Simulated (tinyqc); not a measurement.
Ground and coupling capacitance from two measurements.

Problem. A line has Cg to the planes and Cc to each of two neighbours. Find Cg, Cc, the load when both neighbours switch in antiphase, and the pulse on the line when it floats and both neighbours swing by Vx.

Values chosen for this exercise: swing Vx = 0.8 V.

capacitance with neighbours driven alike and with neighbours grounded (aF/um): [110, 240]

Answer. Driven alike, Cc carries no charge, which leaves Cg; grounded neighbours give Cg + 2 Cc, antiphase Cg + 4 Cc; a floating line divides the swing as 2 Cc/(Cg + 2 Cc).

Cg = 110.0 aF/um
Cc = 65.00 aF/um
load in antiphase = 370.0 aF/um
pulse = 0.4333 V

Program tinyqc, `OMP_NUM_THREADS=1 python tinyqc.py 2790115 2790116 out.jsonl`; Intel Xeon 2.30GHz, shared host, one thread, about 1 s.
